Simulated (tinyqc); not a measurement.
Inside a calculation. Method: G0W0 on RHF in the sto-6g basis, for H4, spin multiplicity 1. Computed by tinyqc, a small Python program that keeps every step (integrals from PySCF). Settings: charge = 0, multiplicity = 1, basis = sto-6g, method = RHF, energy threshold = 1e-10, iteration cap = 89, orthogonalisation = symmetric, start = atomic densities, DIIS depth = 6. Command: `OMP_NUM_THREADS=1 python tinyqc.py 22679 22680 out.jsonl` (the two numbers bound the seeds that draw the settings). One thread of a shared host (Intel(R) Xeon(R) Processor @ 2.60GHz), about 0.06 s of CPU time with the checks. The early iterations of the SCF are left out here.

## One-electron integrals

Geometry (angstrom):
```
atom       x       y       z
H     0.0000  0.0000  0.0000
H     0.0000  0.0000  0.7540
H     0.0000  0.0000  2.0890
H     0.0000  0.0000  2.8420
```

Basis sto-6g: exponents (1/bohr^2) and contraction coefficients of normalised primitives:
```
element  l (shell)  exponent  coefficient
H            s (1)   35.5232       0.0092
H            s (1)    6.5131       0.0494
H            s (1)    1.8221       0.1685
H            s (1)    0.6260       0.3706
H            s (1)    0.2431       0.4165
H            s (1)    0.1001       0.1303
```

Overlap, kinetic and nuclear-attraction integrals over the contracted functions; the nuclear repulsion is the sum of Za Zb / Rab.

nuclear repulsion = 2.493925 hartree

overlap S:
```
        1H 1s   2H 1s   3H 1s   4H 1s
1H 1s  1.0000  0.6506  0.1039  0.0288
2H 1s  0.6506  1.0000  0.3236  0.1040
3H 1s  0.1039  0.3236  1.0000  0.6512
4H 1s  0.0288  0.1040  0.6512  1.0000
```

kinetic energy T (hartree):
```
         1H 1s    2H 1s    3H 1s    4H 1s
1H 1s   0.7685   0.2267  -0.0121  -0.0070
2H 1s   0.2267   0.7685   0.0291  -0.0121
3H 1s  -0.0121   0.0291   0.7685   0.2273
4H 1s  -0.0070  -0.0121   0.2273   0.7685
```

nuclear attraction V (hartree):
```
         1H 1s    2H 1s    3H 1s    4H 1s
1H 1s  -2.3241  -1.5153  -0.2133  -0.0566
2H 1s  -1.5153  -2.5313  -0.6968  -0.2137
3H 1s  -0.2133  -0.6968  -2.5318  -1.5174
4H 1s  -0.0566  -0.2137  -1.5174  -2.3249
```

core Hamiltonian H = T + V (hartree):
```
         1H 1s    2H 1s    3H 1s    4H 1s
1H 1s  -1.5556  -1.2885  -0.2254  -0.0636
2H 1s  -1.2885  -1.7628  -0.6677  -0.2257
3H 1s  -0.2254  -0.6677  -1.7633  -1.2901
4H 1s  -0.0636  -0.2257  -1.2901  -1.5563
```

## Two-electron integrals

Functions are numbered as in S; the eight-fold symmetry (ij|kl) = (ji|kl) = (kl|ij) leaves the list below.

Two-electron integrals (ij|kl) in chemists' order, unique and non-zero (hartree):
```
(11|11) 0.7750     (21|11) 0.4365     (21|21) 0.2881     (22|11) 0.5647
(22|21) 0.4365     (22|22) 0.7750     (31|11) 0.0472     (31|21) 0.0345
(31|22) 0.0592     (31|31) 0.0054     (32|11) 0.1193     (32|21) 0.0959
(32|22) 0.1821     (32|31) 0.0175     (32|32) 0.0617     (33|11) 0.2527
(33|21) 0.2004     (33|22) 0.3829     (33|31) 0.0472     (33|32) 0.1821
(33|33) 0.7750     (41|11) 0.0109     (41|21) 0.0080     (41|22) 0.0139
(41|31) 0.0014     (41|32) 0.0045     (41|33) 0.0139     (41|41) 3.59e-04
(42|11) 0.0318     (42|21) 0.0252     (42|22) 0.0473     (42|31) 0.0049
(42|32) 0.0175     (42|33) 0.0593     (42|41) 0.0014     (42|42) 0.0054
(43|11) 0.1403     (43|21) 0.1083     (43|22) 0.2007     (43|31) 0.0252
(43|32) 0.0960     (43|33) 0.4370     (43|41) 0.0080     (43|42) 0.0346
(43|43) 0.2887     (44|11) 0.1862     (44|21) 0.1402     (44|22) 0.2528
(44|31) 0.0318     (44|32) 0.1193     (44|33) 0.5651     (44|41) 0.0109
(44|42) 0.0473     (44|43) 0.4370     (44|44) 0.7750
```

## Orthogonalisation

S = U s U^T; symmetric (Loewdin) form X = U s^(-1/2) U^T, so that X^T S X = 1.

eigenvalues of S: 0.2573  0.4071  1.3903  1.9453

X:
```
         1H 1s    2H 1s    3H 1s    4H 1s
1H 1s   1.2432  -0.4793   0.0625  -0.0200
2H 1s  -0.4793   1.3079  -0.2476   0.0625
3H 1s   0.0625  -0.2476   1.3087  -0.4802
4H 1s  -0.0200   0.0625  -0.4802   1.2440
```

## Iteration 7 (converged): orbitals

converged F (hartree):
```
         1H 1s    2H 1s    3H 1s    4H 1s
1H 1s  -0.3651  -0.5965  -0.1266  -0.0270
2H 1s  -0.5965  -0.4003  -0.2631  -0.1268
3H 1s  -0.1266  -0.2631  -0.4008  -0.5970
4H 1s  -0.0270  -0.1268  -0.5970  -0.3657
```

Diagonalise F' = X^T F X, C = X C', fill 2 alpha and 2 beta electrons from the bottom; D = 2 C_occ C_occ^T. Each column has its largest component positive (the first on a tie).

F' = X^T F X (hartree):
```
         1        2        3        4
1   0.0495  -0.6423   0.0718  -0.0139
2  -0.6423   0.0930  -0.2677   0.0719
3   0.0718  -0.2677   0.0934  -0.6431
4  -0.0139   0.0719  -0.6431   0.0498
```

orbital energies (hartree): MO1 -0.6498, MO2 -0.5176, MO3 0.5110, MO4 0.9421

coefficients C:
```
          MO1      MO2      MO3      MO4
1H 1s  0.3263   0.4518   0.8544   0.8598
2H 1s  0.3869   0.3974  -0.7076  -1.0942
3H 1s  0.3881  -0.3961  -0.7057   1.0968
4H 1s  0.3276  -0.4506   0.8530  -0.8628
```

D after iteration 7:
```
         1H 1s    2H 1s    3H 1s    4H 1s
1H 1s   0.6210   0.6115  -0.1046  -0.1934
2H 1s   0.6115   0.6153  -0.0145  -0.1047
3H 1s  -0.1046  -0.0145   0.6150   0.6113
4H 1s  -0.1934  -0.1047   0.6113   0.6208
```

## Convergence

Stop when the energy changes by less than 1e-10 hartree and every element of the error matrix X^T (F D S - S D F) X is below 3e-06.

Course of the cycle:
```
iteration  E (hartree)     change  largest element of the error matrix
1            -1.652792          -                             3.35e-02
2            -2.229860  -5.77e-01                             4.06e-02
3            -2.230474  -6.14e-04                             3.26e-02
4            -2.231537  -1.06e-03                             4.72e-03
5            -2.231560  -2.27e-05                             8.10e-05
6            -2.231560  -6.68e-09                             4.95e-06
7            -2.231560  -2.48e-11                             1.97e-09
```

PySCF RHF in the same basis = -2.231560 hartree

Converged in 7 iterations.

## Integrals over molecular orbitals

(pq|rs) = sum C_ip C_jq C_kr C_ls (ij|kl), one index at a time.

one-electron integrals over orbitals h = C^T H C (hartree):
```
         1        2        3        4
1  -1.8439   0.0001   0.1249  -0.0004
2   0.0001  -1.7141   0.0004   0.1168
3   0.1249   0.0004  -1.1329   0.0000
4  -0.0004   0.1168   0.0000  -0.8283
```

Two-electron integrals over orbitals (pq|rs), unique and non-zero (hartree):
```
(11|11) 0.4722      (21|11) -0.0007     (21|21) 0.2047      (22|11) 0.4633
(22|21) 0.0006      (22|22) 0.4746      (31|11) -0.0468     (31|21) -2.01e-04
(31|22) -0.0041     (31|31) 0.1034      (32|11) -3.93e-04   (32|21) 0.0699
(32|22) 1.79e-04    (32|31) 2.33e-04    (32|32) 0.0986      (33|11) 0.4613
(33|21) 4.36e-04    (33|22) 0.4617      (33|31) -0.0171     (33|32) 1.05e-04
(33|33) 0.4816      (41|11) 2.25e-04    (41|21) -0.0216     (41|22) -2.06e-05
(41|31) -2.87e-04   (41|32) 0.0711      (41|33) 1.32e-05    (41|41) 0.0850
(42|11) -0.0582     (42|21) -1.67e-04   (42|22) -0.0220     (42|31) 0.0993
(42|32) 3.01e-04    (42|33) -0.0200     (42|41) -2.31e-04   (42|42) 0.1055
(43|11) -0.0006     (43|21) 0.1956      (43|22) 0.0006      (43|31) -1.73e-04
(43|32) 0.0710      (43|33) 4.88e-04    (43|41) -0.0187     (43|42) -1.63e-04
(43|43) 0.2090      (44|11) 0.4938      (44|21) -0.0005     (44|22) 0.4867
(44|31) -0.0511     (44|32) -3.60e-04   (44|33) 0.4992      (44|41) 2.14e-04
(44|42) -0.0647     (44|43) -0.0005     (44|44) 0.5457
```

## Screening: direct RPA

With D = e_a - e_i and K = (ia|jb): diagonalise D^(1/2) (D + 4K) D^(1/2) = Z w^2 Z^T; X + Y = D^(1/2) Z w^(-1/2), each column of Z with its largest component positive (the first on a tie); E_c = (sum w - tr (D + 2K)) / 2.

D^(1/2) (D + 4K) D^(1/2) (hartree^2):
```
         1>3      1>4     2>3      2>4
1>3   1.8275  -0.0016  0.0010   0.5173
1>4  -0.0016   3.0757  0.3642  -0.0014
2>3   0.0010   0.3642  1.4639   0.0015
2>4   0.5173  -0.0014  0.0015   2.7466
```

excitation energies w (hartree): 1.1771  1.2630  1.7260  1.7760

X + Y:
```
           1        2       3        4
1>3  -0.0027   0.8745  0.3360  -0.0032
1>4  -0.2449   0.0000  0.0078   0.9255
2>3   0.9138   0.0022  0.0024   0.1603
2>4  -0.0003  -0.4405  0.8388  -0.0069
```

RPA correlation energy = -0.042064 hartree

## G0W0 on Hartree-Fock: HOMO

W(p,q,m) = sqrt2 sum_ia (pq|ia) (X+Y)_ia,m; Sigma_c(x) = sum_(i,m) W^2/(x - e_i + w_m) + sum_(a,m) W^2/(x - e_a - w_m); solve x = e_p + Sigma_c(x) by Newton steps; Z = 1/(1 - dSigma/dx); 1 hartree = 27.211386 eV.

The 12 largest terms at x = e_p (hartree; W for the signs of X + Y given):
```
q  m         W       term
4  3    0.1723    -0.0093
1  1    0.0978     0.0073
3  1    0.1028    -0.0048
3  4    0.1155    -0.0048
4  2    0.0571    -0.0012
2  3   -0.0280   4.55e-04
1  4   -0.0124   8.04e-05
2  2    0.0087   5.93e-05
3  3    0.0016  -9.18e-07
4  4   -0.0017  -9.15e-07
3  2  4.00e-04  -6.97e-08
2  1  2.63e-04   5.86e-08
```

Newton steps (hartree):
```
step        x  Sigma_c(x)       Z
0     -0.5176     -0.0122  0.9870
1     -0.5296     -0.0120  0.9870
2     -0.5296     -0.0120  0.9870
```

quasiparticle energy of the HOMO = -14.4118 eV

Hartree-Fock value = -14.0850 eV

## G0W0 on Hartree-Fock: LUMO

As before.

The 12 largest terms at x = e_p (hartree; W for the signs of X + Y given):
```
q  m         W       term
1  3    0.1670     0.0097
4  1    0.0982    -0.0060
2  1    0.1028     0.0048
2  4    0.1155     0.0048
1  2    0.0660     0.0018
3  3   -0.0319    -0.0006
3  2   -0.0087  -6.01e-05
4  4   -0.0083  -3.15e-05
1  4   -0.0018   1.06e-06
2  3    0.0016   9.18e-07
2  2  4.00e-04   6.97e-08
3  4  3.15e-04  -5.60e-08
```

Newton steps (hartree):
```
step       x  Sigma_c(x)       Z
0     0.5110      0.0143  0.9881
1     0.5252      0.0142  0.9881
2     0.5252      0.0142  0.9881
```

quasiparticle energy of the LUMO = 14.2903 eV

Hartree-Fock value = 13.9050 eV
